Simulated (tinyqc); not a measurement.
# A barrier in a uniform field, exact transmission by Airy functions, step by step

tinyqc, about 0.01 s, one thread, Intel Xeon 2.30GHz (shared host): `OMP_NUM_THREADS=1 python tinyqc.py 2580046 2580047 out.jsonl` Printed values are rounded.

The left lead has its band edge at 0, the barrier edge falls as U(x) = U0 - F x with F = V/d for 0 < x < d, and the right lead has its edge at -V. No transverse momentum; C = hbar^2/(2 m0); psi and psi'/m are continuous. M carries (psi, psi'/m) across the barrier.

Parameters, values chosen for the exercise; U0 - E and the mass are of the order of those of aluminium oxide on silicon; the mass of the right lead is set freely: mass in the left lead mL = 0.71 m0; barrier edge at x = 0 U0 = 3 eV; mass in the barrier m1 = 0.39 m0; electron energy E = 0.39 eV; barrier width d = 1.3 nm; voltage across the barrier V = 0.69 V; mass in the right lead mR = 1.2 m0.

Constants: q = 1.602176634e-19 C, hbar = 1.054571817e-34 J s, m0 = 9.1093837015e-31 kg, hbar^2/(2 m0) = 0.0380998212 eV nm^2. Results are converted to the units shown.

Range of the model: Masses are held fixed, although real bands cease to be parabolic a few tenths of an eV from their edges.

## Scaled variables

Energy scale e = (C F^2/m1)^(1/3), z(x) = (U(x) - E)/e, s = (dz/dx)/m1 = -F/(e m1); v = k/m in a lead. vL = sqrt(mL E/C)/mL, vR = sqrt(mR (E + V)/C)/mR.

F = 0.530769 V/nm
e = 0.301919 eV
z1 = 8.64471
z2 = 6.35933
s = -4.50766 1/nm
vL = 3.79701 1/nm
vR = 4.86026 1/nm

Both z are positive: the whole barrier is forbidden.

## Airy functions at the edges

Ai and Bi solve y'' = z y, with Wronskian Ai Bi' - Ai' Bi = 1/pi.

Airy functions:
```
            Ai          Ai'         Bi        Bi'
z1  7.16928e-9  -2.12815e-8  7.55223e6  2.19809e7
z2  4.01533e-6  -1.02779e-5    15727.5    39016.2
```

## Transfer matrix

With a = Ai, a' = Ai', b = Bi, b' = Bi' at z1 (left edge) and z2 (right edge): M11 = pi (a2 b1' - b2 a1'), M12 = (pi/s)(b2 a1 - a2 b1), M21 = pi s (a2' b1' - b2' a1'), M22 = pi (b2' a1 - a2' b1).

M (M12 in nm, M21 in 1/nm):
```
         1        2
1  277.279  21.1346
2  3199.27  243.856
```

## Transmission, exact and WKB

With M acting on (psi, psi'/m) and v = k/m in each lead, T(E) = 4 vL vR/[(vL vR M12 - M21)^2 + (vR M11 + vL M22)^2]. WKB: exp(-S), S = (4/(3 F)) sqrt(m1/C) [max(U0 - E, 0)^1.5 - max(U0 - F d - E, 0)^1.5].

T(E) = 5.65179e-6
S = 12.5071
exp(-S) = 3.70031e-6
ratio T(E)/exp(-S) = 1.52738

The exact value is 53 % above the WKB one.
